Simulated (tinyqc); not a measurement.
## Ground and coupling capacitance from two measurements

Inverse problem. A line has Cg to the planes and Cc to each of two neighbours. Find Cg, Cc, the load when both neighbours switch in antiphase, and the pulse on the line when it floats and both neighbours swing by Vx.

Inputs (values chosen for the exercise):
- Vx = 1 V (swing)

capacitance with neighbours driven alike and with neighbours grounded (aF/um): [35, 169]

Answer. Driven alike, Cc carries no charge, which leaves Cg; grounded neighbours give Cg + 2 Cc, antiphase Cg + 4 Cc; a floating line divides the swing as 2 Cc/(Cg + 2 Cc).

Cg = 35.0 aF/um
Cc = 67.0 aF/um
load in antiphase = 303 aF/um
pulse = 0.793 V

Numbers from tinyqc (`OMP_NUM_THREADS=1 python tinyqc.py 2790192 2790193 out.jsonl`; about 0.9 s on one thread of a shared Intel Xeon 2.30GHz).
